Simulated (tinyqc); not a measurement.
From results back to parameters: phonon-assisted absorption at an indirect gap. Three cases, with inputs chosen for the exercise.

Problem. A slab transmits Tr = (1 - R)^2 x/(1 - R^2 x^2) with x = exp(-alpha d) and R = ((nr - 1)/(nr + 1))^2.

Case 1.

Values chosen (out of a larger set: loosely those of Si at room temperature; Eg is not tied to T; not measured data): nr = 3.58 (refractive index); d = 2.9 micrometre (thickness).

Tr = 0.495315

Case 2.

Values chosen (out of a larger set: loosely those of Si at room temperature; Eg is not tied to T; not measured data): nr = 3.59 (refractive index); d = 120 micrometre (thickness).

Tr = 0.0720267

Case 3.

Values chosen (out of a larger set: loosely those of Si at room temperature; Eg is not tied to T; not measured data): nr = 3.57 (refractive index); d = 2.1 micrometre (thickness).

Tr = 0.509863

Find: x; alpha.

Solution. Tr R^2 x^2 + (1 - R)^2 x - Tr = 0; take the positive root, then alpha = -ln(x)/d.

Case 1.

x = 0.9635
alpha = 128 1/cm

Case 2.

x = 0.1547
alpha = 156 1/cm

Case 3.

x = 0.9848
alpha = 72.9 1/cm

Computed by tinyqc, one run a case: `OMP_NUM_THREADS=1 python tinyqc.py N N+1 out.jsonl` with N = 1651189, 1651330, 1651366; one thread of a shared Intel(R) Xeon(R) Processor @ 2.30GHz, about 0.01 s a run at most.
